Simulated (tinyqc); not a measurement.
## Trap density from swing and capacitance

Question. In an MOS structure at one bias the subthreshold swing is S = Vt ln 10 (1 + (Cd + q Dit)/Cox) and 1/C_HF = 1/Cox + 1/Cd, Cox = 3.9 eps0/EOT. Find Cd and Dit.

Parameters, values chosen for the exercise:
```
symbol  value  unit                     meaning
T         350     K                 temperature
EOT        11    nm  equivalent oxide thickness
```

Constants: q = 1.602176634e-19 C, kB = 1.380649e-23 J/K, Vt = kB T/q, eps0 = 8.8541878128e-14 F/cm where lengths are in cm. Results are converted to the units shown.

S = 285.45845 mV/decade
C_HF = 96.949341 nF/cm^2

Solution. C_HF gives Cd, and the swing gives Cd + q Dit.

Cd = 140 nF/cm^2
Dit = 5.22e12 cm^-2 eV^-1

Numbers from tinyqc (`OMP_NUM_THREADS=1 python tinyqc.py 2030011 2030012 out.jsonl`; about 0.01 s on one thread of a shared Intel Xeon 2.30GHz).
